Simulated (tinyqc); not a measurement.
Peak gain against injection: optical gain and spontaneous emission in a bulk direct-gap semiconductor.

Parabolic bands, vertical transitions, no excitons. For each hole band j: mr = me mj/(me + mj); joint density of states J_j(E) = (mr/c)^(3/2) sqrt(E - Eg)/(2 pi^2), both spins, c = hbar^2/2m0; averaged matrix element |e.p|^2 = m0 Ep/6; alpha_j(E) = 4 pi^2 alpha_f c Ep J_j/(3 nr E) in 1/angstrom (alpha_f the fine-structure constant, listed as alpha among the constants), times 1e8 for 1/cm.

F_j(eta) = (1/Gamma(j + 1)) integral_0^infinity x^j dx/(1 + exp(x - eta)), which tends to exp(eta) for eta << 0.

Quasi-Fermi levels: n = Nc F_1/2(Fc/kT) and p = Nv F_1/2(Fv/kT), Fc counted up from the conduction edge and Fv down from the valence edge; Nc, Nv from N = 2 (m kB T/(4 pi c))^(3/2) with c = hbar^2/2m0, in 1/angstrom^3; times 1e24 for 1/cm^3, with me and (mhh^(3/2) + mlh^(3/2))^(2/3).

For band j the electron sits at Ee = (E - Eg) mr/me above its edge and the hole at Eh = (E - Eg) mr/mj; fe = 1/(1 + exp((Ee - Fc)/kT)), fh = 1/(1 + exp((Eh - Fv)/kT)); gain g = sum_j alpha_j (fe + fh - 1).

Spontaneous rate: R = integral of (nr E/(hbar c))^2/(pi^2 hbar) sum_j alpha_j fe fh dE, with alpha in 1/cm and (nr E/(hbar c))^2 in 1/cm^2 (1e16 per 1/angstrom^2); B = R/(n p); lifetime n/R.

Constants: hbar^2/2m0 = 3.80998211 eV angstrom^2; fine-structure constant alpha = 0.007297352564; kB = 8.617333262e-05 eV/K; hbar = 6.58211957e-16 eV s; hbar c = 1973.269805 eV angstrom.

Inputs chosen for the exercise (near those of InGaAs; the results hold for these values, not for the real material):
```
symbol  value   unit  meaning
Eg      0.739   eV    direct gap
me      0.0397  m0    electron mass
mhh     0.443   m0    heavy-hole mass
mlh     0.0503  m0    light-hole mass
Ep      22.5    eV    Kane energy
nr      3.57          refractive index
T       300     K
```

The peak is the largest g over E; a dash marks no gain.

Gain:
```
n (1/cm^3)  Fc (eV)  Fv (eV)  peak gain (1/cm)  peak E - Eg (eV)  B (cm^3/s)
3.4e+17      0.0292  -0.0802                 -                 -    1.37e-10
5.4e+17      0.0499  -0.0680                 -                 -    1.30e-10
7.8e+17      0.0695  -0.0582                29            0.0039    1.23e-10
9.5e+17      0.0817  -0.0529               112            0.0105    1.18e-10
1.2e+18      0.0978  -0.0466               252            0.0199    1.13e-10
1.6e+18      0.1209  -0.0387               472            0.0337    1.05e-10
2.0e+18      0.1418  -0.0324               676            0.0461    9.91e-11
2.7e+18      0.1749  -0.0238               990            0.0645    9.07e-11
```

transparency density (Fc + Fv = 0) = 6.81e+17 1/cm^3

Gain starts at 6.81e+17 1/cm^3, where Fc = -Fv = 0.0618 eV: with Nv/Nc = 39 the electrons must be degenerate before the holes are. The slope of peak gain against n is 4.90e-16 cm^2 between the first two rows with gain and 4.49e-16 between the last two; the peak moves from 0.0039 to 0.0645 eV above the gap as the bands fill, and B falls by a factor 1.51. Line broadening and gap shrinkage are left out.

Program tinyqc; command `OMP_NUM_THREADS=1 python tinyqc.py 1651146 1651147 out.jsonl`; about 0.1 s on one thread of a shared Intel(R) Xeon(R) Processor @ 2.30GHz.
